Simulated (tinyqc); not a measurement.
The basis set: RHF and MP2 along a ladder of basis sets, for H2, spin multiplicity 1. Computed by the program tinyqc with PySCF. Same geometry throughout; the dipole is taken about the origin.

Geometry (angstrom):

| atom | x | y | z |
|---|---|---|---|
| H | 0.0000 | 0.0000 | 0.0000 |
| H | 0.0000 | 0.0000 | 0.6980 |

RHF and frozen-core MP2 in a ladder of bases:

| basis | functions | E(RHF) (hartree) | E(MP2 corr) (hartree) | HOMO (eV) | LUMO (eV) | dipole (debye) |
|---|---|---|---|---|---|---|
| sto-3g | 2 | -1.117293 | -0.012189 | -16.2269 | 19.4944 | 0.0000 |
| 3-21g | 4 | -1.121876 | -0.016923 | -16.4881 | 7.5213 | 0.0000 |
| 6-31g | 4 | -1.126022 | -0.016925 | -16.5690 | 6.7919 | 0.0000 |
| 6-31g** | 10 | -1.130392 | -0.026265 | -16.5501 | 6.8101 | 0.0000 |
| cc-pvdz | 10 | -1.126761 | -0.025986 | -16.4753 | 5.5880 | 0.0000 |
| aug-cc-pvdz | 18 | -1.126848 | -0.026885 | -16.4869 | 1.6867 | 0.0000 |
| cc-pvtz | 28 | -1.131962 | -0.031532 | -16.5442 | 4.7059 | 0.0000 |

What does the comparison show, and why?

From cc-pVDZ to cc-pVTZ the RHF energy falls by 5.2 mhartree and the correlation energy by 5.5. If valence correlation converges as X^-3, (27 E(T) - 8 E(D))/19 gives -0.0339 hartree, a rough estimate from such small X that usually falls short; STO-3G holds about 36 % of it. Beyond STO-3G the LUMO moves by 5.8 eV and the HOMO by 0.1 eV; diffuse functions lower the positive LUMO sharply, since an unbound virtual level tracks the most diffuse function.
